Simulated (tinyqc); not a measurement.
# Via and link resistance from two via chains

Question. A chain of 5000 vias joined by 5000 metal links has R = 5000 (Rv + Rlink), with Rlink proportional to the link length. Find Rv, Rlink for length L, and the value of Rv that the short chain would give if the links were ignored.

resistance of chains of 5000 links with link lengths L and 3 L (ohm): 41500  77500

Solution. R per link is a straight line in the link length; its intercept at zero length is Rv.

Rv = 4.700 ohm
Rlink = 3.600 ohm
Rv without correction = 8.300 ohm

Program tinyqc, `OMP_NUM_THREADS=1 python tinyqc.py 2750115 2750116 out.jsonl`; Intel Xeon 2.30GHz, shared host, one thread, about 0.01 s.
